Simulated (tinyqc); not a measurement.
Single-oscillator infrared dielectric function of a polar cubic crystal: one step, computed by the program tinyqc. Command: `OMP_NUM_THREADS=1 python tinyqc.py 3026424 3026425 out.jsonl infrared walk`. One thread of a shared host (Intel(R) Xeon(R) Processor @ 2.30GHz), about 0.01 s of CPU time with the checks.

One ion pair, charges +Z* and -Z*, in a cell of volume Omega = a^3/4. Frequencies omega are given as wavenumbers (1/cm); eps_s is the static dielectric constant.

Question. LO frequency and static constant from the Born charge. mu = M_A M_B/(M_A + M_B); ionic plasma term W^2 = 4 pi Z*^2 (e^2/(4 pi eps_0))/(Omega mu) in eV/(angstrom^2 u), turned into 1/cm by W = 15.6333042 x 33.35640952 x sqrt(W^2); omega_LO^2 = omega_TO^2 + W^2/eps_inf; eps_s = eps_inf + W^2/omega_TO^2; Szigeti charge 3 Z*/(eps_inf + 2); longitudinal (Callen) charge Z*/eps_inf.

Inputs (values chosen for the exercise, for a model crystal):
```
quantity            value      unit
lattice constant a   6.31  angstrom
mass M_A                9         u
mass M_B             20.9         u
omega_TO              316      1/cm
Born charge Z*       2.36         e
eps_inf              13.3         -
```

Structure: zinc blende. Free carriers: absent.

Constants: nu for 1 eV/(angstrom^2 u) = 15.6333042 THz; 1 THz = 33.35640952 1/cm; e^2/(4 pi eps_0) = 14.39964548 eV angstrom.

Give: reduced mass mu; W; omega_LO; eps_s; Szigeti charge; Callen charge.

Answer.

reduced mass mu = 6.291 u

W = 832.8 1/cm

omega_LO = 389.9 1/cm

eps_s = 20.25

Szigeti charge = 0.4627 e

Callen charge = 0.1774 e

omega_LO/omega_TO = 1.234; the ions supply 34 % of eps_s.
